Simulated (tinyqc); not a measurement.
Changing the C12: Raman shift of the zone-centre optical phonon of a diamond-structure crystal under stress. Computed by tinyqc, a small Python program. Command: `OMP_NUM_THREADS=1 python tinyqc.py 3000154 3000155 out.jsonl ramanstress sweep`. One thread of a shared host (Intel(R) Xeon(R) Processor @ 2.30GHz), about 0.01 s of CPU time with the checks.

Axes x, y, z are the cube axes. Strain shifts the threefold optical mode and can split it; p, q and r are the phonon deformation potentials.

Inputs (values chosen for the exercise, modelled on diamond):
```
quantity                         value    unit
unstrained frequency omega_0      1332    1/cm
p/omega_0^2                      -2.68       -
q/omega_0^2                      -1.68       -
r/omega_0^2                      -1.84       -
C11                               1063     GPa
C44                              573.9     GPa
stress sigma (tension positive)   0.71     GPa
polarisation angle phi              75  degree
```

Stress state: uniaxial. Axis: [110].

Method:
- S11 = (C11 + C12)/D, S12 = -C12/D, D = (C11 - C12)(C11 + 2 C12), S44 = 1/C44.
- Uniaxial stress along the unit vector n of the axis: sigma_ij = sigma n_i n_j.
- eps_xx = S11 sigma_xx + S12 (sigma_yy + sigma_zz), and cyclic; eps_xy = S44 sigma_xy/2 (tensor strain).
- Secular matrix: M_xx = p eps_xx + q (eps_yy + eps_zz), M_xy = 2 r eps_xy; its eigenvalues are omega^2 - omega_0^2, and the shifts are these over 2 omega_0.
- gamma = -(p + 2q)/(6 omega_0^2); the mean of the three shifts is -gamma omega_0 x (volume strain).
- Backscattering from a (001) surface: incident polarisation (cos phi, sin phi, 0). With Raman tensors (R_z)_xy = (R_z)_yx = 1 and cyclic, only the z component u_z of a mode counts: I = u_z^2 sin^2(2 phi) for parallel and u_z^2 cos^2(2 phi) for crossed polarisers. An unresolved line sits at the intensity-weighted shift, which is M_zz/(2 omega_0).

One run for each value:
```
C12 (GPa)  shift per stress (1/(cm GPa))  mean shift (1/cm)  S12 (1/TPa)  volume strain (per mille)
53.2                             -0.9268            -0.8141      -0.0451                     0.6071
137.0                            -0.7632            -0.7121      -0.1107                     0.5310
220.0                            -0.6288            -0.6334      -0.1736                     0.4724
304.0                            -0.5100            -0.5697      -0.2397                     0.4249
471.0                            -0.2938            -0.4748      -0.3968                     0.3541
554.0                            -0.1815            -0.4385      -0.5013                     0.3270
638.0                            -0.0509            -0.4070      -0.6418                     0.3035
```

Give the missing row, C12 (GPa) = 387.0.

Computed row:
```
C12 (GPa)  shift per stress (1/(cm GPa))  mean shift (1/cm)  S12 (1/TPa)  volume strain (per mille)
387.0                            -0.4015            -0.5182      -0.3116                     0.3865
```

Interpolating between the two neighbouring rows (the first column on a logarithmic scale, the others too where they are positive) misses most in S12 (1/TPa), by 4.7 %. Over the rows, shift per stress (1/(cm GPa)) rises from -0.927 to -0.0509 (exponent d ln y / d ln x -0.21 between the first rows and -9.0 between the last); mean shift (1/cm) rises from -0.814 to -0.407 (exponent d ln y / d ln x -0.14 between the first rows and -0.53 between the last); S12 (1/TPa) falls from -0.0451 to -0.642 (exponent d ln y / d ln x 0.95 between the first rows and 1.7 between the last). C12 sets the Poisson contraction: at fixed C11 it raises the bulk modulus, which cuts the volume strain and the mean shift, and lowers C11 - C12, which enlarges the shear strain that splits the modes.
